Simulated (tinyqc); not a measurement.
# Changing the misfit f = (b - a)/a

Model: Frenkel-Kontorova chain: a misfit dislocation (kink) in a monolayer on a periodic substrate. Computed by tinyqc, a small Python program. Command: `OMP_NUM_THREADS=1 python tinyqc.py 3009214 3009215 out.jsonl fkchain sweep`. One thread of a shared host (Intel(R) Xeon(R) Processor @ 2.30GHz), about 0.03 s of CPU time with the checks.

E = sum_j [(k/2)(x_(j+1) - x_j - b)^2 + (W/2)(1 - cos(2 pi x_j/a))], x_j = a (j + u_j). A kink takes u from 0 to 1: the chain is stretched by one period and has one atom fewer than wells.

Inputs (values chosen for the exercise, for a model overlayer):
```
quantity            value           unit
spring constant k       2  eV/angstrom^2
substrate period a   4.16       angstrom
corrugation W        3.12             eV
atomic mass M         105              u
```

Constants: nu for 1 eV/(angstrom^2 u) = 15.6333042 THz.

Method. l0 = sqrt(k a^2/(2 W)); kink u(j) = (2/pi) arctan exp(pi j/l0); kink energy at f = 0: E0 = (4/pi) W l0; with misfit E0 - k a^2 f; kinks become favourable at f_c = 2/(pi l0), and a coherent chain with free ends loses stability at f_m = 1/l0. Lowest vibration of the flat chain: nu0 = 15.6333042 THz x sqrt(2 pi^2 W/(a^2 M)).

One run for each value:
```
misfit f = (b - a)/a  kink energy with misfit (eV)
0.010                                        9.010
0.051                                        7.591
0.093                                        6.137
0.130                                        4.856
0.180                                        3.126
0.220                                        1.741
0.260                                        0.357
0.300                                       -1.028
```

Describe and explain the trends.

Over the rows, kink energy with misfit (eV) falls from 9.01 to -1.03. It is linear in f, with slope -k a^2, and passes zero at f_c = 0.270, beyond which kinks lower the energy; they enter without a barrier only above f_m = (pi/2) f_c.

Caution (all rows): a corrugation above 1 eV is larger than real overlayers usually show; it is chosen to keep the kink narrow. Caution (all rows): for l0 below about 3 the kink spans few atoms, and the continuum kink energy is off by about 2 per cent or more.
